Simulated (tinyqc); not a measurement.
Empirical pseudopotential in a few plane waves, step by step. One step of it, computed by the program tinyqc.

Task: Levels at k. Diagonalise the Hermitian matrix.

H(k) at k (eV), lower triangle:
```
           +0+0+0     -1-1-1     -1-1+1     -1+1-1     -1+1+1     +1-1-1     +1-1+1     +1+1-1
+0+0+0   0.885036
-1-1-1   1.837549  13.749757
-1-1+1  -1.837549   0.000000  18.820523
-1+1-1  -1.837549   0.000000   0.231297   8.115573
-1+1+1  -1.837549  -0.231297   0.000000   0.000000  13.186339
+1-1-1  -1.837549   0.000000   0.231297   0.231297   0.000000  16.754655
+1-1+1  -1.837549  -0.231297   0.000000   0.000000   0.231297   0.000000  21.825421
+1+1-1  -1.837549  -0.231297   0.000000   0.000000   0.231297   0.000000   0.231297  11.120471
+1+1+1   1.837549   0.000000  -0.231297  -0.231297   0.000000  -0.231297   0.000000   0.000000
-2+0+0   0.000000  -1.837549  -1.837549  -1.837549   1.837549   0.856240  -0.856240  -0.856240
+0-2+0   0.000000  -1.837549  -1.837549   0.856240  -0.856240  -1.837549   1.837549  -0.856240
+0+0-2   0.000000  -1.837549   0.856240  -1.837549  -0.856240  -1.837549  -0.856240   1.837549
+0+0+2   0.000000  -0.856240   1.837549  -0.856240  -1.837549  -0.856240  -1.837549   0.856240
+0+2+0   0.000000  -0.856240  -0.856240   1.837549  -1.837549  -0.856240   0.856240  -1.837549
+2+0+0   0.000000  -0.856240  -0.856240  -0.856240   0.856240   1.837549  -1.837549  -1.837549

           +1+1+1     -2+0+0     +0-2+0     +0+0-2     +0+0+2     +0+2+0     +2+0+0
+1+1+1  16.191237
-2+0+0  -0.856240  16.660752
+0-2+0  -0.856240   0.231297  25.299835
+0+0-2  -0.856240   0.231297   0.231297  14.594885
+0+0+2  -1.837549  -0.231297  -0.231297   0.000000  24.736416
+0+2+0  -1.837549  -0.231297   0.000000  -0.231297   0.231297  14.031466
+2+0+0  -1.837549   0.000000  -0.231297  -0.231297   0.231297   0.231297  22.670549
```

Give: eigenvalues.

Result:

eigenvalues (eV): -0.8738  6.6206  9.2883  9.8986  12.7499  14.5743  14.8065  16.4702  17.5539  18.3699  19.0138  21.1923  24.9185  26.2486  27.8114
